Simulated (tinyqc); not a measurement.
# Double-gate transistor, scale length and short-channel effects: two studies

A body of thickness ts between two insulators of thickness ti and two tied gates. Below threshold the potential that source and drain add obeys Laplace's equation and vanishes on the gate. Its lowest mode decays along the channel as exp(-k y); k is the smallest positive root of the matching condition at the interface, and the scale length is Lambda = pi/k.

Values chosen for this exercise; permittivities: semiconductor close to that of silicon, insulator close to that of aluminium oxide:
- T = 250 K (temperature)
- eps_r = 11.6 (relative permittivity of the semiconductor)
- ei = 9.39 (relative permittivity of the insulator)
- ti = 2.8 nm (insulator thickness)
- ts = 9.2 nm (body thickness)
- L = 41 nm (channel length)
- Vbi = 0.87 V (potential of the source)
- sT = 0.36 V (potential of the barrier top at threshold)
- Vds = 0.5 V (drain voltage)

Constants: q = 1.602176634e-19 C, kB = 1.380649e-23 J/K, Vt = kB T/q. Results are converted to the units shown.

Each table varies one quantity; the others keep the values above.

## Effect of the drain voltage

k is the smallest positive root of f(k) = ei cos(k ti) cos(k ts/2) - eps_r sin(k ti) sin(k ts/2). Along the channel psi(y) = s + a exp(y/l) + b exp(-y/l) with psi(0) = Vbi, psi(L) = Vbi + Vds and l = 1/k = Lambda/pi; with A = Vbi - s, B = A + Vds, x = exp(-L/l): a = (B - A x) x/(1 - x^2), b = (A - B x)/(1 - x^2). The minimum is s + 2 sqrt(a b), at y = (l/2) ln(b/a). The long-channel potential follows the gate as s = sT + (Vg - VTL)/m, and the threshold VT is the gate voltage at which the minimum equals sT. Swing = m Vt ln 10/g at threshold, g = d(minimum)/ds = 1 - (b x + a)/((1 + x) sqrt(a b)). DIBL = [VT(0.05 V) - VT(Vds)]/(Vds - 0.05 V). sT and Vbi are held fixed; m = 1.

The same in every row: Lambda (nm) = 15.79; L/Lambda = 2.596.

Results:
```
Vds (V)	VT - VTL at Vds (mV)	DIBL (mV/V)	swing (mV/decade)
0.2	-21.11	15.80	51.37
0.35	-23.25	15.03	51.40
0.65	-27.05	13.84	51.49
0.8	-28.77	13.37	51.54
0.95	-30.40	12.95	51.58
1.1	-31.95	12.58	51.63
```

Estimate the missing row, Vds = 0.5 V.

Computed row:
```
Vds (V)	VT - VTL at Vds (mV)	DIBL (mV/V)	swing (mV/decade)
0.5	-25.21	14.39	51.44
```

With this row back in the table: As Vds goes from 0.2 to 1.1 V, Lambda stays at 15.8 nm, DIBL falls from 15.8 to 12.6 mV/V and the swing rises from 51.4 to 51.6 mV a decade.

## Effect of the relative permittivity of the insulator

Same model as above.

Effect of the relative permittivity of the insulator:
```
ei	Lambda (nm)	L/Lambda	VT - VTL at Vds (mV)	DIBL (mV/V)	swing (mV/decade)
3.9	21.72	1.887	-82.78	47.71	55.60
5.7	18.76	2.185	-49.69	28.49	53.22
8.5	16.31	2.514	-28.85	16.47	51.71
12	14.65	2.798	-18.18	10.36	50.93
18	13.14	3.119	-10.86	6.181	50.40
27	12.02	3.411	-6.824	3.879	50.10
40	11.21	3.657	-4.626	2.628	49.94
```

What does the comparison show?

As ei goes from 3.9 to 40, Lambda falls from 21.7 to 11.2 nm, DIBL falls from 47.7 to 2.63 mV/V and the swing falls from 55.6 to 49.9 mV a decade. On average Lambda goes as ei^(-0.28).

tinyqc, about 0.01 s, one thread, Intel Xeon 2.30GHz (shared host): `OMP_NUM_THREADS=1 python tinyqc.py 2420078 2420079 out.jsonl`
